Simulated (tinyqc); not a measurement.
# A spin-degenerate level with charging energy between two leads, rate equations: current against bias

States 0, up, down and 2 with energies 0, e1 - Ez/2, e1 + Ez/2 and 2 e1 + U. mu_L = +V/2, mu_R = -V/2 (meV), f(x) = 1/(1 + exp(x/kB T)). A transition that adds one electron of given spin at the energy E has the rate G f(E - mu) from each lead, and its reverse G [1 - f(E - mu)]. I counts electrons leaving the left lead, times q.

Transition energies: 0-up e1 - Ez/2, 0-down e1 + Ez/2, up-2 e1 + U + Ez/2, down-2 e1 + U - Ez/2. dp/dt = W p; W_ji is the rate from state i to j, and each column sums to zero. Steady state: W p = 0 with sum p = 1. I = q GL sum over transitions i-j of [fL p_i - (1 - fL) p_j].

Values chosen for this exercise: charging energy of the second electron U = 3.3 meV; level e1 = -3.64 meV; tunnel rate to the left lead GL = 0.21 1/ns; tunnel rate to the right lead GR = 3.8 1/ns; temperature T = 0.54 K; Zeeman splitting Ez = 0 meV.

Constants: q = 1.602176634e-19 C, kB = 1.380649e-23 J/K, Vt = kB T/q. Results are converted to the units shown.

Current against bias:

| V (mV) | I (pA) | I (GL + GR)/(q GL GR) | mean number | p(2) |
|---|---|---|---|---|
| 0.33 | 1.4181 | 0.044479 | 1.9578 | 0.958 |
| 1.03 | 32.355 | 1.0148 | 1.0384 | 0.0384 |
| 1.73 | 32.741 | 1.0269 | 1.0269 | 0.0269 |
| 2.43 | 32.741 | 1.0269 | 1.0269 | 0.0269 |
| 3.13 | 32.741 | 1.0269 | 1.0269 | 0.0269 |
| 3.84 | 32.741 | 1.0269 | 1.0269 | 0.0269 |
| 4.54 | 32.741 | 1.0269 | 1.0269 | 0.0269 |
| 5.24 | 32.741 | 1.0269 | 1.0269 | 0.0269 |
| 5.94 | 32.741 | 1.0269 | 1.0269 | 0.0269 |
| 6.64 | 32.757 | 1.0274 | 1.0264 | 0.0269 |
| 7.34 | 48.084 | 1.5081 | 0.57087 | 0.0149 |
| 8.04 | 63.750 | 1.9995 | 0.10525 | 2.76e-3 |
| 8.74 | 63.767 | 2.0000 | 0.10474 | 2.74e-3 |

The scaled current rises from 0.0445 to 2.00. A transition enters the bias window when V = 2 |E|: at 0.680, 7.28 mV, each step a few kB T = 0.0465 meV wide. With all four transitions inside, the scaled current tends to 2 and the mean number to 2 GL/(GL + GR) = 0.105; the last row has 2.00 and 0.105.

Range of the model: Rate equations need hbar G well below kB T; cotunnelling and the Kondo effect are left out.

Computed by the program tinyqc: `OMP_NUM_THREADS=1 python tinyqc.py 2780020 2780021 out.jsonl`, one thread of a shared Intel Xeon 2.30GHz, about 0.01 s for the whole run.
